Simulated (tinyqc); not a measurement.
Gaussian against the exact two-step profile: two-step dopant diffusion (predeposition and drive-in) with a constant diffusivity. Computed by tinyqc, a small Python program. Command: `OMP_NUM_THREADS=1 python tinyqc.py 3026908 3026909 out.jsonl dopdiff walk`. One thread of a shared host (Intel(R) Xeon(R) Processor @ 2.30GHz), about 0.04 s of CPU time with the checks.

Fick diffusion into a half space x > 0 whose background doping C_B is of the opposite type, so that a junction lies where C = C_B.

Inputs (values chosen for the exercise, modelled on phosphorus in silicon):
```
quantity,value,unit
prefactor D0,5.48,cm^2/s
activation energy E,3.69,eV
surface concentration C_s,1.6e+20,1/cm^3
background doping C_B,1.4e+14,1/cm^3
predeposition temperature T1,875,C
predeposition time t1,5,min
drive-in temperature T2,1000,C
drive-in time t2,90,min
ramp rate,5,C/min
stand-by temperature,800,C
```

Furnace ramps of the drive-in: linear ramps.

Constants: k_B = 8.617333262e-05 eV/K.

Method:
- D = D0 exp(-E/(k_B T)).
- Temperatures in kelvin are T(C) + 273.15.
- Times in seconds are 60 times the minutes.
- One ramp between the stand-by temperature and T2 adds int D dT / rate (40-point Gauss-Legendre); the usual estimate counts it as an extra time k_B T2^2/(E rate) at T2. (Dt)2 = D2 t2 + two ramps, times in seconds.
- C = C_s erfc(x/(2 sqrt(D1 t1))); dose Q = 2 C_s sqrt(D1 t1/pi); the junction solves erfc(z) = C_B/C_s with x_j = 2 z sqrt(D1 t1).
- With a sealed surface and a thin source, C = Q/sqrt(pi (Dt)2) exp(-x^2/(4 (Dt)2)); x_j = 2 sqrt((Dt)2 ln(C(0)/C_B)); gradient at the junction |dC/dx| = C_B x_j/(2 (Dt)2).
- Exact two-step profile: C = (2 C_s/pi) int_0^alpha exp(-beta (1 + u^2))/(1 + u^2) du with alpha = sqrt(D1 t1/(Dt)2), beta = x^2/(4 (D1 t1 + (Dt)2)).
- The integral takes 48 Gauss-Legendre points; solve C(x) = C_B.
- Gaussian: C = Q/sqrt(pi (Dt)2) exp(-x^2/(4 (Dt)2)).
- Depths are fractions of the Gaussian x_j.

surface concentration C(0) (Gaussian) = 3.57457e+18 1/cm^3

junction depth x_j = 0.586619 um

drive-in budget (Dt)2 = 8.47781e-11 cm^2

product D1 t1 = 1.04407e-13 cm^2

exact junction depth = 0.586848 um

Profiles:
```
x/x_j,x (um),Gaussian (1/cm^3),exact (1/cm^3),ratio
0.0,0.00000,3.5746e+18,3.5731e+18,1.0004
0.2,0.11732,2.3820e+18,2.3818e+18,1.0001
0.4,0.23465,7.0484e+17,7.0549e+17,0.9991
0.6,0.35197,9.2612e+16,9.2852e+16,0.9974
0.8,0.46930,5.4036e+15,5.4302e+15,0.9951
1.0,0.58662,1.4000e+14,1.4111e+14,0.9921
1.2,0.70394,1.6107e+12,1.6294e+12,0.9885
```

With D1 t1/(Dt)2 = 0.0012, the Gaussian is 0.041 % high at the surface and 0.79 % low at its own junction; the exact junction lies at 0.5868 um, 0.039 % deeper. The dose is the same, but the real source already has a width, which is negligible here. Caution: C_s exceeds the intrinsic carrier density of silicon at the predeposition temperature (2e18 to 1e19 per cm^3), where real diffusivities rise with concentration and profiles turn box-like.
